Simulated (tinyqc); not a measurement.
Inside a calculation. Method: harmonic frequencies on the RHF/6-31g surface (energies and gradients from PySCF), for H3+, spin multiplicity 1. Computed by tinyqc, a small Python program that keeps every step (integrals from PySCF). Settings: charge = 1, multiplicity = 1, basis = 6-31g, delta = 0.01. Command: `OMP_NUM_THREADS=1 python tinyqc.py 28030 28031 out.jsonl` (the two numbers bound the seeds that draw the settings). One thread of a shared host (Intel(R) Xeon(R) Processor @ 2.60GHz), about 2 s of CPU time with the checks.

## One row of the Hessian: 3Hy

optimised positions (bohr):
```
            x          y          z
1H   0.167304   0.910080  -0.037514
2H  -0.054144  -0.465544   0.739809
3H  -0.071586  -0.438867  -0.855362
```

gradient at +delta (hartree/bohr):
```
              x            y            z
1H  -0.00025581  -0.00142567  -0.00096812
2H  -0.00001181  -0.00008592   0.00018454
3H   0.00026762   0.00151159   0.00078358
```

gradient at -delta (hartree/bohr):
```
              x            y            z
1H   0.00024622   0.00139382   0.00093376
2H   0.00001172   0.00008267  -0.00017200
3H  -0.00025794  -0.00147648  -0.00076176
```

Displace 3Hy by +/-0.01 bohr; H(k, :) = (g(+) - g(-)) / (2 delta).

row of the Hessian (hartree/bohr^2): 1Hx -0.02510148, 1Hy -0.14097464, 1Hz -0.09509406, 2Hx -0.00117656, 2Hy -0.00842903, 2Hz 0.01782741, 3Hx 0.02627804, 3Hy 0.14940367, 3Hz 0.07726664

## Hessian by finite differences

All rows are made in the same way, and the matrix is symmetrised.

Hessian (symmetrised) (hartree/bohr^2):
```
             1Hx          1Hy          1Hz          2Hx          2Hy          2Hz          3Hx          3Hy
1Hx   0.00821794   0.04850485   0.00192389  -0.00381677  -0.02340798   0.00994426  -0.00440117  -0.02509697
1Hy   0.04850485   0.28724435   0.00243528  -0.02381263  -0.14627032   0.06323297  -0.02469232  -0.14097444
1Hz   0.00192389   0.00243528   0.10997547   0.01490815   0.09264900  -0.05263253  -0.01683204  -0.09508429
2Hx  -0.00381677  -0.02381263   0.01490815   0.00408259   0.02498926  -0.01028336  -0.00026581  -0.00117659
2Hy  -0.02340798  -0.14627032   0.09264900   0.02498926   0.15469958  -0.08106186  -0.00158123  -0.00842904
2Hz   0.00994426   0.06323297  -0.05263253  -0.01028336  -0.08106186   0.24670029   0.00033924   0.01782841
3Hx  -0.00440117  -0.02469232  -0.01683204  -0.00026581  -0.00158123   0.00033924   0.00466699   0.02627360
3Hy  -0.02509697  -0.14097444  -0.09508429  -0.00117659  -0.00842904   0.01782841   0.02627360   0.14940367
3Hz  -0.01186815  -0.06566823  -0.05734312  -0.00462480  -0.01158717  -0.19406766   0.01649280   0.07725588

             3Hz
1Hx  -0.01186815
1Hy  -0.06566823
1Hz  -0.05734312
2Hx  -0.00462480
2Hy  -0.01158717
2Hz  -0.19406766
3Hx   0.01649280
3Hy   0.07725588
3Hz   0.25141085
```

## Normal modes

masses (u): 1H 2.014102, 2H 2.014102, 3H 1.007825

Diagonalise H_ij / sqrt(m_i m_j); the 6 smallest eigenvalues belong to translations and rotations; wavenumber = sqrt(eigenvalue / 1822.888) x 219474.63; each mode has its largest component positive (the first on a tie); zero-point energy = sum of wavenumbers / 2, with 349.755 1/cm per kcal/mol. A mass of 2.014 u marks deuterium.

eigenvalues of the mass-weighted Hessian (hartree/(bohr^2 u)): -0.000008  0.000000  0.000000  0.000000  0.000005  0.000008  0.190171  0.218340  0.396439

harmonic wavenumbers of the vibrations (1/cm): 2241.7  2402.0  3236.6

mass-weighted modes:
```
        mode 1     mode 2     mode 3
1Hx  -0.079582  -0.074894  -0.064476
1Hy  -0.506131  -0.422890  -0.371976
1Hz   0.423697  -0.256320  -0.124259
2Hx   0.101921   0.005479   0.010221
2Hy   0.621403  -0.008310   0.092089
2Hz  -0.213457   0.499937  -0.386600
3Hx  -0.031580   0.098131   0.076699
3Hy  -0.162955   0.609575   0.395670
3Hz  -0.297210  -0.344394   0.722187
```

zero-point energy = 11.265461 kcal/mol
